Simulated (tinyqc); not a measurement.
Virtual-crystal alloy in the empirical-pseudopotential method: sweeps and comparisons. A value that a table varies takes the place of the one given here.

Empirical pseudopotential on the fcc lattice, atoms at +/- tau, tau = a (1,1,1)/8, no spin-orbit coupling. H(G,G') = c (2 pi/a)^2 |k + G|^2 delta + VS(q) cos(q.tau) + i VA(q) sin(q.tau), q = G - G', c = hbar^2/2m0; k and G in units of 2 pi/a; VS at |q|^2 = 3, 8, 11 and VA at 3, 4, 11, in rydberg, zero elsewhere. At each k the basis holds all G with |k + G|^2 up to 16; energies are counted from the fourth level at Gamma.

Virtual crystal A(1-x)B(x): a = (1 - x) a_A + x a_B. Rule linear: V = (1 - x) V_A + x V_B. Rule volume: V = [(1 - x) a_A^3 V_A + x a_B^3 V_B]/a^3, since a form factor is an atomic potential divided by the cell volume.

Constants: hbar^2/2m0 = 3.80998211 eV angstrom^2; Ry = 13.60569312 eV.

Parameters, chosen for this exercise (classic local form factors of the size used for Si (A) and Ge (B), which place X and L only to a few tenths of an eV; shifted at random, so the results belong to these values and not to a real crystal): a = (5.422, 5.665) angstrom (lattice constants of A, B); VSA = (-0.207, 0.04, 0.079) Ry (symmetric form factors of A); VAA = (0, 0, 0) Ry (antisymmetric form factors of A); VSB = (-0.228, 0.011, 0.061) Ry (symmetric form factors of B); VAB = (0, 0, 0) Ry (antisymmetric form factors of B); rule = volume (mixing rule).

## Gaps across the alloy

Gaps from the valence top to the fifth band at Gamma, at L = (1/2,1/2,1/2) and at the lowest of k = (f,0,0), f = 0.70, 0.75, ..., 1.00. Bowing C = 4 [(E(0) + E(1))/2 - E(1/2)].

Gaps (eV):
```
x,Gamma,Delta/X,f of the minimum,L,lowest
0.000,3.284,0.650,0.85,1.757,Delta/X
0.167,3.318,0.714,0.85,1.622,Delta/X
0.333,3.022,0.776,0.85,1.489,Delta/X
0.500,2.595,0.835,0.85,1.359,Delta/X
0.667,2.177,0.892,0.85,1.231,Delta/X
0.833,1.769,0.946,0.85,1.105,Delta/X
1.000,1.371,0.996,0.85,0.983,L
```

bowing (eV): Gamma -1.069, Delta/X -0.049, L 0.044

How do the results move?

The lowest valley changes: Delta/X to L between x = 0.833 and 1.000. From A to B the Gamma gap moves by -1.91 eV, L by -0.77 eV and Delta/X by +0.35 eV; a move of Delta/X below about 0.4 eV is within the error of such form factors, sign included. The virtual crystal holds no disorder and no bond relaxation, so its bowing comes from the non-linear dependence on the mean potential and volume alone, and it may differ from measured bowing, which is positive in these alloys, in size and even in sign; crossings move with it; where the character of the fifth band at Gamma changes along x, its value mixes two levels.

## Two mixing rules

Gaps from the valence top to the fifth band at Gamma, at L = (1/2,1/2,1/2) and at the lowest of k = (f,0,0), f = 0.70, 0.75, ..., 1.00. Both rules agree at the ends.

Gaps (eV):
```
x,"Gamma, linear","Delta/X, linear","L, linear","Gamma, volume","Delta/X, volume","L, volume"
0.25,3.299,0.743,1.577,3.239,0.746,1.556
0.50,2.675,0.832,1.388,2.595,0.835,1.359
0.75,2.033,0.917,1.189,1.972,0.919,1.167
```

How do the results move?

At x = 0.5 the volume rule moves Gamma by -81 meV, Delta/X by +3 meV and L by -29 meV, that is the bowing by -4 times these; the lattice constants differ by 4.5 %, and the rules would coincide for equal ones.

Computed by tinyqc, a small Python program: `OMP_NUM_THREADS=1 python tinyqc.py 1050254 1050255 out.jsonl` (the numbers bound the seed that draws the inputs); one thread of a shared host (Intel(R) Xeon(R) Processor @ 2.30GHz), about 0.3 s for the whole set of steps.
